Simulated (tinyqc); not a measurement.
Velocity overshoot from momentum and energy balance equations after a field step. Changing the field after the step F. Computed by tinyqc, a small Python program. Command: `OMP_NUM_THREADS=1 python tinyqc.py 3023124 3023125 out.jsonl overshoot sweep`. One thread of a shared host (Intel(R) Xeon(R) Processor @ 2.30GHz), about 0.03 s of CPU time with the checks.

At t = 0 the field jumps from 0 to F in a uniform sample. v is the drift velocity and u = w - (3/2) k_B T the excess energy per carrier.

Inputs (values chosen for the exercise, modelled on electrons in strained silicon except for tau_E):

| quantity | value | unit |
|---|---|---|
| effective mass m | 0.19 | m_0 |
| low-field mobility mu_0 | 2700 | cm^2/(V s) |
| saturation velocity v_s | 1.1 | 1e7 cm/s |
| energy relaxation time tau_E | 0.81 | ps |
| lattice temperature T | 300 | K |
| time step dt | 22 | fs |

Scheme: explicit Euler.

Constants: m_0 = 9.1093837015e-31 kg; e = 1.602176634e-19 C; k_B = 8.617333262e-05 eV/K.

Method:
- dv/dt = e F/m - v/tau_m(u), du/dt = e F v - u/tau_E, tau_m(u) = tau_0/(1 + c u), tau_0 = m mu_0/e, c = mu_0/(e tau_E v_s^2); this choice gives the steady state v (1 + mu_0 F v/v_s^2) = mu_0 F, which saturates at v_s. Steady velocity v = 2 mu_0 F/(1 + sqrt(1 + 4 (mu_0 F/v_s)^2)); u = e F v tau_E; carrier temperature T + 2u/(3 k_B), neglecting the drift energy m v^2/2.
- Step: v_new = v + dt (e F/m - v/tau_m(u)), u_new = u + dt (e F v - u/tau_E). Start v = u = 0; the distance adds dt (v + v_new)/2.
- Run to 8 times the larger of tau_E and tau_0, but at most 20001 steps, and stop early if |v| > 1000 v_s or u < -1/(2c); the run is accepted if the last v is within 0.5 % of the steady value.

One run for each value:

| field after the step F (kV/cm) | peak over steady velocity | peak velocity (1e7 cm/s) | steady velocity (1e7 cm/s) | time of the peak (fs) | distance at the peak (nm) |
|---|---|---|---|---|---|
| 0.53 | 1.002 | 0.141 | 0.1408 | 1870 | 22.60 |
| 0.77 | 1.007 | 0.202 | 0.2010 | 1584 | 26.80 |
| 1.10 | 1.017 | 0.283 | 0.2780 | 1320 | 30.37 |
| 1.60 | 1.043 | 0.397 | 0.3804 | 1078 | 33.73 |
| 2.30 | 1.091 | 0.540 | 0.4952 | 858 | 35.28 |
| 3.40 | 1.182 | 0.737 | 0.6233 | 682 | 37.11 |
| 4.90 | 1.311 | 0.962 | 0.7340 | 528 | 36.12 |
| 10.00 | 1.704 | 1.531 | 0.8985 | 330 | 34.04 |

Give the missing row, field after the step F (kV/cm) = 7.10.

Computed row; columns: (1) field after the step F (kV/cm); (2) peak over steady velocity; (3) peak velocity (1e7 cm/s); (4) steady velocity (1e7 cm/s); (5) time of the peak (fs); (6) distance at the peak (nm):
```
(1)     (2)    (3)     (4)  (5)    (6)
7.10  1.491  1.235  0.8288  418  35.82
```

Interpolating between the two neighbouring rows (the first column on a logarithmic scale, the others too where they are positive) misses most in distance at the peak (nm), by 2.2 %. Over the rows, peak over steady velocity rises from 1.00 to 1.70 (exponent d ln y / d ln x 0.012 between the first rows and 0.39 between the last); peak velocity (1e7 cm/s) rises from 0.141 to 1.53 (exponent d ln y / d ln x 0.97 between the first rows and 0.63 between the last); steady velocity (1e7 cm/s) rises from 0.141 to 0.899 (exponent d ln y / d ln x 0.95 between the first rows and 0.24 between the last). At the low end the exponent of steady velocity is 0.95, close to 1: Ohm's law. Overshoot passes 10 % between 2.30 and 3.40 kV/cm; the knee field v_s/mu_0 is 4.07 kV/cm.

Extremes, crossings and ranges named in words are read from the listed rows.
